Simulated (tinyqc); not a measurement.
## Reflectance at normal incidence against thickness

Normal incidence on air, film (n1) and substrate (N2 = n2 - i k2): r01 = (1 - n1)/(1 + n1), r12 = (n1 - N2)/(n1 + N2), amplitude (r01 + r12 X)/(1 + r01 r12 X), X = exp(-4 pi i n1 d/lam), R its squared modulus, phase from 0 to 360 degrees.

Values chosen for this exercise:
- lam = 800 nm (wavelength)
- n1 = 2.034 (index of the transparent film)
- n2 = 3.692 (index of the substrate)
- k2 = 0.0065 (extinction coefficient of the substrate)

Reflectance at normal incidence against thickness:

| d (nm) | R (%) | phase of the reflected amplitude (degrees) |
|---|---|---|
| 0 | 32.918 | 179.94 |
| 25 | 29.405 | 162.81 |
| 50 | 19.341 | 144.59 |
| 75 | 6.3152 | 127.18 |
| 100 | 0.36147 | 197.11 |
| 125 | 8.0058 | 230.84 |
| 150 | 21.084 | 212.77 |
| 175 | 30.318 | 194.73 |
| 200 | 32.852 | 177.68 |

What does the comparison show?

R goes from 32.9 through a minimum of 0.361 (at d = 100 nm among the rows listed) to 32.9 %. At a quarter wave, d = 98.3 nm, R = 0.323 %; for a transparent substrate it would vanish for n1 = sqrt(n2) = 1.92.

Program tinyqc, `OMP_NUM_THREADS=1 python tinyqc.py 2870142 2870143 out.jsonl`; Intel Xeon 2.30GHz, shared host, one thread, about 0.01 s.
